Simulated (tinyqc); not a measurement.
Comparisons within one model: temperature and isotope dependence of a band gap in oscillator models. A value that a table varies takes the place of the one given here.

E(T) = E0 - sum_i sl_i th_i n_i(T), n = 1/(exp(th/T) - 1). The same coupling lowers the gap at 0 K by the zero-point term ZP = sum_i sl_i th_i/2, so the gap of the static lattice is E0 + ZP. Thermal expansion is taken as part of the slopes.

Two-parameter forms are made to pass through the falls at the two temperatures T12: Varshni aV T^2/(T + bV), from the line T^2/fall = (T + bV)/aV; one oscillator s1 t1/(exp(t1/T) - 1), with t1 from the ratio of the falls.

Constants: kB = 8.617333262e-05 eV/K; hbar^2/2m0 = 3.80998211 eV angstrom^2.

Inputs chosen for the exercise (near those of GaN; shifted at random, so the results belong to these values and not to a real crystal):
- E0 = 3.497 eV (gap at 0 K)
- th = (316, 882) K (temperatures of two oscillators)
- sl = (0.1676, 0.4104) meV/K (their high-temperature slopes)
- T12 = (470, 840) K (temperatures of the fits)
- mm = 0.56 m0 (geometric mean of the density-of-states masses)
- T = 500 K (temperature)

## How far the fits carry

Falls of the gap from E0, and errors of the two fits against the model.

Results:
```
T (K)  fall (meV)  Varshni - model (meV)  one oscillator - model (meV)  fall/ZP
20           0.00                   0.31                          0.00    0.000
50           0.10                   1.78                         -0.09    0.000
100          2.40                   4.79                         -1.90    0.012
200         18.19                   8.30                         -4.04    0.088
300         48.57                   6.70                         -2.42    0.234
400         88.86                   2.71                         -0.76    0.428
600        184.47                  -3.11                          0.62    0.889
800        289.27                  -1.33                          0.21    1.394
```

Below the first fit point the largest errors are +8.30 meV (Varshni, 200 K, on a fall of 18.19 meV) and -4.04 meV (one oscillator, 200 K); a T^2 law cannot freeze out; a single oscillator misses the soft modes. No row lies well beyond the second fit point, so the table does not test extrapolation to high T. The thermal fall equals ZP between 600 and 800 K.

## What the shift does to the intrinsic density

ni = 2 (mm kT/(4 pi c))^(3/2) exp(-E/2kT), c = hbar^2/2m0, with E(T) and with E0; 1 angstrom^-3 = 1e24 cm^-3. Apparent gap from an Arrhenius plot of ni/T^(3/2): E(T) - T dE/dT, dE/dT = -sum sl_i (th_i/T)^2 n_i (1 + n_i).

Results:
```
T (K)  E(T) (eV)  ni (cm^-3)  ni with E(T) / ni with E0  apparent gap (eV)
200       3.4788    8.45e-26                      1.695             3.5260
250       3.4652    9.45e-17                      2.092             3.5417
300       3.4484    1.14e-10                      2.558             3.5570
350       3.4292    2.71e-06                      3.076             3.5708
400       3.4081     0.00548                      3.629             3.5830
500       3.3621         257                      4.787             3.6025
700       3.2608    6.84e+07                      7.082             3.6283
```

Using E0 in place of E(T) understates ni by a factor that rises from 1.70 to 7.08, towards exp(sum sl/2kB) = 28.6. The slope of an Arrhenius plot returns neither E(T) nor E0 but the intercept of the tangent, 3.5570 eV at 300 K, which lies 60 meV above E0 and tends to the static gap 3.7045 eV.

## What each parameter does

Gap at T, slope -sum sl_i (th_i/T)^2 n_i (1 + n_i) and ZP. Each row changes one parameter from the base and keeps the others.

Results:
```
case                         E(T) (eV)  dE/dT (meV/K)  ZP (meV)
base                            3.3621        -0.4808    207.47
T = 540 K                       3.3426        -0.4931    207.47
E0 = 3.507 eV                   3.3721        -0.4808    207.47
th = (316, 1058) K              3.3774        -0.4484    243.58
sl = (0.2179, 0.4104) meV/K     3.3440        -0.5295    215.41
```

The largest shifts from the base row, up to three for each result and ties (the steps differ in size, so this ranks the rows, not the parameters). E(T) (eV): T -0.0195, sl -0.0180, th +0.0154. dE/dT (meV/K): sl -0.0487, th +0.0324, T -0.0122; unchanged at the printed digits by E0. ZP (meV): th +36.12, sl +7.95; unchanged at the printed digits by T and E0.

(tinyqc, `OMP_NUM_THREADS=1 python tinyqc.py 1850683 1850684 out.jsonl`, Intel(R) Xeon(R) Processor @ 2.30GHz, 1 thread, shared host, about 0.01 s.)
